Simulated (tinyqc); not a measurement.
## Short-channel transistor, virtual-source model with series resistance: effect of the channel length on the on and off currents

The current per gate width is the charge at the top of the source barrier (the virtual source) times its velocity times a saturation function; al and be are fitting constants of the model. Units: I in uA/um, Rs in ohm um, so I Rs = 1e-6 I Rs in volts; Q in uC/cm^2, so I = 1e-4 Q vx0 Fsat with vx0 in cm/s.

Intrinsic voltages Vg' = Vgs - I Rs, Vd' = Vds - 2 I Rs. n = n0 + nd Vd', VT = VT0 - dl Vd', Ff = 1/(1 + exp((Vg' - VT + al Vt/2)/(al Vt))), Q = Cinv n Vt ln(1 + exp((Vg' - VT + al Vt Ff)/(n Vt))), Vdsat = (vx0 L/mu)(1 - Ff) + Vt Ff, Fsat = u/(1 + u^be)^(1/be) with u = Vd'/Vdsat, and I = Q vx0 Fsat per width. I is solved self-consistently. Ion is I at Vgs = Vds = 0.75 V, Ioff at Vgs = 0, Vds = 0.75 V, and Rlin = Vds/I at Vgs = 0.75 V, Vds = 0.05 V. mu, vx0, VT0, dl and n0 are held fixed.

Parameters, values chosen for the exercise:
```
symbol,value,unit,meaning
T,300,K,temperature
Cinv,1.67,uF/cm^2,inversion capacitance
vx0,2.24e7,cm/s,velocity at the virtual source
mu,990,cm^2/(V s),apparent mobility
VT0,0.36,V,threshold at zero drain voltage
dl,0.037,V/V,drain-induced barrier lowering
n0,1.47,,subthreshold factor
nd,0,1/V,growth of n with drain voltage
al,3.5,,threshold shift (in units of Vt) from weak to strong inversion
be,1.4,,sharpness of saturation
Rs,90,ohm um,series resistance of each contact
```

Constants: q = 1.602176634e-19 C, kB = 1.380649e-23 J/K, Vt = kB T/q. Results are converted to the units shown.

Effect of the channel length on the on and off currents:
```
L (nm),Ion (uA/um),Ioff (nA/um),log10(Ion/Ioff),Rlin (ohm um)
10,1146,221.3,3.714,197.6
15,1141,221.2,3.712,206.2
24,1130,221.2,3.708,221.3
36,1113,221.1,3.702,241.1
55,1085,220.9,3.691,271.9
85,1037,220.7,3.672,319.7
130,967.1,220.4,3.642,390.2
200,868.9,219.8,3.597,498.8
```

As L goes from 10 to 200 nm, Ion falls from 1150 to 869 uA/um, Ioff falls from 221 to 220 nA/um and Rlin rises from 198 to 499 ohm um. Ion changes by a factor of 0.758 and Ioff by 0.993. Below threshold Vdsat is near Vt, so L and mu hardly reach the off current. At L = 200 nm the channel is long for this model, whose fixed vx0 belongs to short devices.

tinyqc, about 0.01 s, one thread, Intel Xeon 2.30GHz (shared host): `OMP_NUM_THREADS=1 python tinyqc.py 2380074 2380075 out.jsonl`
